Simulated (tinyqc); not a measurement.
Gain of the pnp from the holding current.

Problem. On state with both base-emitter voltages at Von: npn base current Ib = (Von/Rs + bp Von/Rw)/(bn bp - 1), holding current Ih = (bn + 1) Ib + Von/Rs. Find bp.

Parameters, values chosen for the exercise: current gain of the npn bn = 12.7; substrate resistance shunting the npn Rs = 310 ohm; well resistance shunting the pnp Rw = 860 ohm; base-emitter voltage in the on state Von = 0.69 V.

Ih = 4.9601422 mA

Answer. Ih gives Ib, and Ib (bn bp - 1) = Von/Rs + bp Von/Rw is linear in bp.

bp = 1.400

Numbers from tinyqc (`OMP_NUM_THREADS=1 python tinyqc.py 2670121 2670122 out.jsonl`; about 0.06 s on one thread of a shared Intel Xeon 2.30GHz).
